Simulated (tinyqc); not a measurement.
# Undoped symmetric double-gate MOSFET, analytic potential model: transfer curve and volume inversion

An undoped body of thickness ts between two equal insulators and tied gates; long channel, electrons only, n = ni exp((psi - V)/Vt) with V the quasi-Fermi potential (0 at the source, Vd at the drain), constant mobility, no quantisation. Across the body psi(x) = V - 2 Vt ln[(ts/(2 beta)) sqrt(q ni/(2 eps0 eps_r Vt)) cos(2 beta x/ts)], x from the centre. Q is the electron charge per area of the whole body.

ni = sqrt(Nc Nv) exp(-Eg/(2 Vt)), Eg in volts; r = eps_r tox/(eox ts); V0 = dphi + 2 Vt ln[(2/ts) sqrt(2 eps0 eps_r Vt/(q ni))]. beta (between 0 and pi/2) solves (Vg - V0 - V)/(2 Vt) = ln(beta) - ln(cos beta) + 2 r beta tan(beta). Q = 8 eps0 eps_r Vt beta tan(beta)/ts; I = mu (1/L)(4 eps0 eps_r/ts)(2 Vt)^2 [g(beta_s) - g(beta_d)] per width, g = beta tan(beta) - beta^2/2 + r beta^2 tan^2(beta), with beta_s at V = 0 and beta_d at V = Vd. The drop is psi(surface) - psi(centre) at the source end; C = dQs/dVg, Cg = 2 eps0 eox/tox; gm = dI/dVg.

Inputs (values chosen for the exercise); material values those of a made-up semiconductor:
- T = 273 K (temperature)
- Eg = 1.22 eV (band gap)
- eps_r = 11.9 (relative permittivity of the semiconductor)
- Nc = 2.47e19 cm^-3 (conduction-band density of states at T)
- Nv = 2.37e19 cm^-3 (valence-band density of states at T)
- eox = 21.2 (relative permittivity of the gate insulator)
- tox = 5.1 nm (insulator thickness)
- ts = 5 nm (body thickness)
- dphi = 0.16 V (gate work function less that of the intrinsic body)
- mu = 120 cm^2/(V s) (channel mobility)
- L = 0.5 um (gate length)
- Vd = 0.5 V (drain voltage)

Constants: q = 1.602176634e-19 C, kB = 1.380649e-23 J/K, Vt = kB T/q, eps0 = 8.8541878128e-14 F/cm where lengths are in cm. Results are converted to the units shown.

Transfer curve and volume inversion:

| Vg (V) | Qs (nC/cm^2) | drop (mV) | C/Cg | I (uA/um) | gm/I (1/V) |
|---|---|---|---|---|---|
| 0.43 | 0.001025 | 6.080e-5 | 5.919e-6 | 5.788e-6 | 42.51 |
| 0.58 | 0.5997 | 0.03556 | 0.003448 | 0.003393 | 42.41 |
| 0.73 | 133.1 | 7.473 | 0.3912 | 1.117 | 28.59 |
| 0.88 | 798.4 | 35.29 | 0.7332 | 16.80 | 11.40 |
| 1.03 | 1675 | 58.32 | 0.8385 | 60.97 | 6.591 |
| 1.18 | 2630 | 75.27 | 0.8873 | 138.1 | 4.514 |
| 1.33 | 3626 | 88.28 | 0.9145 | 242.0 | 3.060 |
| 1.48 | 4646 | 98.73 | 0.9315 | 357.0 | 2.202 |
| 1.63 | 5682 | 107.4 | 0.9431 | 476.9 | 1.699 |

The current rises from 5.79e-6 to 477 uA/um. In the first row gm/I is 42.5 1/V, within 0.01 % of 1/Vt: with no depletion charge the whole body follows the gate, and the swing is ideal. The drop between surface and centre goes from 6.1e-5 to 107 mV and passes Vt at Vg = 0.88 V among the rows; below that the density varies across the body by less than a factor of e (volume inversion). C reaches 0.94 of Cg in the last row. For Vg = 0.88 to 1.63 V the surface density at the source passes 0.3 Nc, where Boltzmann statistics fail. In every row the body is thin enough for quantum confinement, left out here, to raise the threshold.

Computed by the program tinyqc: `OMP_NUM_THREADS=1 python tinyqc.py 2440025 2440026 out.jsonl`, one thread of a shared Intel Xeon 2.30GHz, about 0.03 s for the whole run.
